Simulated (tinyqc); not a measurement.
Effective-mass impurity with a central-cell term, in a basis of Slater functions: one step, computed by the program tinyqc. Command: `OMP_NUM_THREADS=1 python tinyqc.py 3012076 3012077 out.jsonl centralcell walk`. One thread of a shared host (Intel(R) Xeon(R) Processor @ 2.30GHz), about 0.01 s of CPU time with the checks.

The envelope obeys H = -nabla^2 - (2/r) [Z + A exp(-kappa r)] in effective units, with kappa = a*/lambda; positive A deepens the well near the core.

Task: Matrices over the s basis. zeta_i = zeta_1 beta^(i-1), i = 1..n. For s functions exp(-zeta r), with s = zeta_i + zeta_j: S = 2/s^3, T = zeta_i zeta_j S, V = -2 Z/s^2, W = -2 A/(s + kappa)^2; each function is normalised by dividing by sqrt(S_ii S_jj).

Inputs (values chosen for the exercise, with screening close to that of GaP):

| quantity | value | unit |
|---|---|---|
| charge Z of the core | 2 | - |
| central-cell strength A | 3.1 | - |
| basis size n | 5 | - |
| smallest exponent zeta_1 | 0.53 | 1/a* |
| ratio beta of exponents | 2.7 | - |

Impurity: acceptor, one isotropic band.

kappa = 6.121727 1/a*

Give: exponents; overlap S; kinetic T; Coulomb V; central cell W.

Result:

exponents (1/a*): 0.53  1.431  3.8637  10.43199  28.17

overlap S, lower triangle (symmetric):
```
       1      2      3      4      5
1  1.000
2  0.701  1.000
3  0.276  0.701  1.000
4  0.079  0.276  0.701  1.000
5  0.020  0.079  0.276  0.701  1.000
```

kinetic T (Ry*), lower triangle (symmetric):
```
        1         2      3      4      5
1  0.2809
2  0.5314  2.047761
3  0.5660     3.874  14.93
4  0.4365     4.126  28.24  108.8
5  0.2915     3.182  30.08  205.9  793.3
```

Coulomb V (Ry*), lower triangle (symmetric):
```
        1       2         3          4       5
1   -2.12
2  -2.748  -5.724
3  -2.429  -7.420  -15.4548
4  -1.731  -6.558    -20.03  -41.72796
5  -1.121  -4.674    -17.71     -54.09  -112.7
```

central cell W (Ry*), lower triangle (symmetric):
```
          1        2       3       4       5
1  -0.07158
2   -0.2507  -0.9004
3   -0.6572   -2.474  -7.458
4    -1.105   -4.422  -15.22  -38.66
5    -1.180   -4.974  -19.34  -62.46  -142.1
```

Caution: the effective Bohr radius is only a few bond lengths, so the envelope approximation is rough.
